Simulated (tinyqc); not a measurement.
Inside a calculation. Model: self-heating of a transistor with one or more fingers, with temperature-dependent conductivity. Computed by tinyqc, a small Python program that keeps every step. Command: `OMP_NUM_THREADS=1 python tinyqc.py 3026857 3026858 out.jsonl selfheat walk`. One thread of a shared host (Intel(R) Xeon(R) Processor @ 2.30GHz), about 0.05 s of CPU time with the checks. Intermediate numbers are printed to about 6 digits and carried at full precision; extremes and crossings named in words are read from the listed rows.

N long parallel fingers lie on the top face of a slab whose bottom is held at T_0; the top is otherwise insulated, and heat flows in two dimensions. P in W/mm is 1000 P in W/m.

Inputs (values chosen for the exercise, modelled on gallium arsenide):
```
quantity,value,unit
conductivity at the base temperature kappa_0,43.9,W/(m K)
exponent m in kappa ~ T^-m,1.19,-
base temperature T_0,323,K
power per gate width P,0.83,W/mm
fingers N,6,-
finger pitch s,10,micrometre
width of the heat source w,0.44,micrometre
substrate thickness t,360,micrometre
phonon free path Lambda,72,nm
heat capacity C,1.72,1e6 J/(m^3 K)
pulse length,0.17,microsecond
```

Power: fixed power.

## Geometry factors

A line source of power P on the top face raises the top at distance x by (P/(pi kappa_0)) g(x), g(x) = -ln tanh(pi x/(4 t)) (the image sum for the slab). On a strip of width w the centre sees the mean of g over the strip, g_0 = 1 + ln(8 t/(pi w)) for w much below t.

own factor g_0 = 8.64180

g(j s), j = 1..7: [3.82524, 3.13257, 2.72790, 2.44132, 2.21960, 2.03901, 1.88691]

## Linear temperature rise of each finger

theta_i = (P/(pi kappa_0)) [g_0 + sum over j != i of g(|i - j| s)], with equal powers and constant conductivity; thermal resistance = largest theta/P.

theta of each finger (K): [138.348, 148.011, 152.171, 152.171, 148.011, 138.348]

largest theta = 152.171 K

thermal resistance = 183.339 K mm/W

The neighbours supply 66 % of the rise of the hottest finger, which runs 13.8 K above the outer ones.

## Correction for the falling conductivity

Kirchhoff transformation for kappa = kappa_0 (T/T_0)^-m: T = T_0 [1 - (m - 1) theta/T_0]^(-1/(m - 1)), where theta is the linear rise. The bracket vanishes at the power P T_0/((m - 1) theta).

peak temperature = 529.115 K

true rise = 206.115 K

true rise / linear rise = 1.35449

power at which the formula diverges = 9.27246 W/mm

The falling conductivity adds 35.4 % to the rise.

## Extra rise from ballistic phonons

Near a source smaller than the free path, Fourier's law overstates the flow. Rough estimate: a strip that emits phonons into a half space adds a resistance times area of 4 Lambda/(3 kappa_0), from the ballistic flux C v Delta T/4 with kappa_0 = C v Lambda/3, so Delta T_b = 4 Lambda P/(3 kappa_0 w); Knudsen number Lambda/w.

Knudsen number = 0.163636

ballistic rise Delta T_b = 4.12508 K

Delta T_b / largest theta = 0.0271082

By this estimate the ballistic term is at most a fifth of the Fourier rise.

## Rise at the end of a pulse

After switching on, theta(tau) = (P D/kappa_0) int_0^tau X(u) Z(u) du at the hottest finger, D = kappa_0/C; X = sum over fingers at distance x of [erf((x + w/2)/r) - erf((x - w/2)/r)]/(2 w), Z = sum_(j=-200..200) (-1)^j exp(-(2 j t/r)^2)/sqrt(pi D u), r = 2 sqrt(D u); trapezoid rule on 300 points evenly spaced in ln u from u_0 = 1e-3 min(tau, w^2/D) to tau, plus the exact piece 2 sqrt(u_0/(pi D))/w below u_0. Conductivity and power are held at their base values here, and Fourier's law is used even where the diffusion length is near a phonon free path.

diffusivity D = 25.5233 micrometre^2/microsecond

diffusion length sqrt(D tau) = 2.08302 micrometre

linear rise after the pulse = 21.987 K

share of the steady rise = 0.1445

## Rise against time

The formulas are those given above.

Heating curve:
```
time (microsecond),sqrt(D time) (micrometre),rise (K),share of the steady rise
0.0051,0.360789,11.522,0.07572
0.051,1.14091,18.368,0.1207
0.51,3.60789,25.618,0.1683
5.1,11.4091,41.973,0.2758
51,36.0789,76.042,0.4997
250,79.8800,103.9,0.6828
1000,159.760,128.72,0.8459
3000,276.712,145.84,0.9584
7600,440.428,151.7,0.9969
```

Half the steady rise is reached between 51 and 250 microseconds, and the last row holds 99.7 % of it; the slowest time constant is 4 t^2/(pi^2 D) = 2060 microseconds. While the diffusion length lies between w and the pitch or thickness, the rise grows as the logarithm of time; once it nears the pitch of 10 micrometre the neighbours add their heat.

Checks made by the program: g(s) against the alternating image sum (relative difference 3e-07); Kirchhoff integral of kappa/kappa_0 from T_0 to T (relative difference below 1e-10); long-time limit against the steady rise (relative difference 8e-06).
